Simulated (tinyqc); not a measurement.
# Permittivity and interface capacitance from two thicknesses

Question. 1/C = t/(eps0 ek) + 2/ci for planar capacitors that differ only in thickness. Find ek, ci and the EOT of the interfaces, 2 x 3.9 eps0/ci.

Constants: eps0 = 8.8541878128e-14 F/cm where lengths are in cm. Results are converted to the units shown.

C at t = 8.4 and 25 nm (uF/cm^2): [2.0037389, 0.70067497]

Answer. 1/C is a straight line in t: the slope gives ek and the intercept 2/ci. A single thickness would give only the effective permittivity; when the interfaces are a small part of 1/C, ci needs very accurate data.

ek = 20.20
ci = 68.00 uF/cm^2
EOT of the interfaces = 0.1016 nm

Numbers from tinyqc (`OMP_NUM_THREADS=1 python tinyqc.py 2102079 2102080 out.jsonl`; about 0.01 s on one thread of a shared Intel Xeon 2.30GHz).
